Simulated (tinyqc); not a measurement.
Undoped gate-all-around wire MOSFET, analytic charge model: two steps of the calculation.

An undoped round wire of radius R under an insulator shell and a surrounding gate; long channel, electrons only, n = ni exp((psi - V)/Vt) with V the quasi-Fermi potential (0 at the source, Vd at the drain), constant mobility, no quantisation. The radial Poisson equation gives n(r) = n(0)/(1 - (1 - b) r^2/R^2)^2 with b = Q0/(Q + Q0). Q is the electron charge per area of the wire surface.

Inputs (values chosen for the exercise); material values those of a made-up semiconductor:
```
symbol,value,unit,meaning
T,300,K,temperature
Eg,1.03,eV,band gap
eps_r,14.8,,relative permittivity of the semiconductor
Nc,2.6e19,cm^-3,conduction-band density of states at T
Nv,2.51e19,cm^-3,valence-band density of states at T
eox,24.9,,relative permittivity of the gate insulator
tox,4.4,nm,insulator thickness
R,6,nm,wire radius
dphi,0.24,V,gate work function less that of the intrinsic body
Vg,1.45,V,gate voltage
```

Constants: q = 1.602176634e-19 C, kB = 1.380649e-23 J/K, Vt = kB T/q, eps0 = 8.8541878128e-14 F/cm where lengths are in cm. Results are converted to the units shown.

Problem 1. Constants of the wire. ni = sqrt(Nc Nv) exp(-Eg/(2 Vt)), Eg in volts; Cox = eps0 eox/(R ln(1 + tox/R)); Q0 = 4 eps0 eps_r Vt/R; V0 = dphi + Vt ln[8 eps0 eps_r Vt/(q ni R^2)].

Wanted: ni; Cox; Q0; V0.

Solution 1.

ni = 5.6978e10 cm^-3
Cox = 6.6803 uF/cm^2
Q0 = 225.85 nC/cm^2
V0 = 0.71123 V

Problem 2. Charge at the source by Newton steps in y = ln(Q/Q0). With V = 0 and Q = Q0 exp(y): f = Q/Cox + Vt y + Vt ln(1 + Q/Q0) - (Vg - V0); df/dy = Q/Cox + Vt (1 + Q/(Q + Q0)); y(new) = y - f/(df/dy).

y after iteration 1 = 2.8675275
Cox = 6.6803244 uF/cm^2
Q0 = 225.84648 nC/cm^2
V0 = 0.71122773 V

Wanted: Q; f; df/dy; y after iteration 2.

Solution 2.

Q = 3973.4 nC/cm^2
f = 0.0057143 V
df/dy = 0.64511 V
y after iteration 2 = 2.8587

Numbers from tinyqc (`OMP_NUM_THREADS=1 python tinyqc.py 2460005 2460006 out.jsonl`; about 0.02 s on one thread of a shared Intel Xeon 2.30GHz).
